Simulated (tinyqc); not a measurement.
Worked calculation: Hubbard chain of 2 sites. One step of it, computed by the program tinyqc.

Problem. Mean-field iteration 2. H(up) = T + U n(down), H(down) = T + U n(up); fill the lowest levels; n(new) = n + mixing (n(out) - n); E = tr T (rho up + rho down) + U sum n_up n_down of the output.

one-body matrix (hopping and site energies) (eV):
```
,1,2
1,0.000000,-1.180000
2,-1.180000,0.000000
```

U = 2.600000 eV

electrons, up and down: 1  1

mixing = 1

n(up) after iteration 1: 1 0.775717, 2 0.224283

n(down) after iteration 1: 1 0.224283, 2 0.775717

Give: levels, up; levels, down; energy; n(up) after iteration 2; n(down) after iteration 2.

Solution.

levels, up (eV): -0.081  2.681

levels, down (eV): -0.081  2.681

energy = -1.067 eV

n(up) after iteration 2: 1 0.760, 2 0.240

n(down) after iteration 2: 1 0.240, 2 0.760
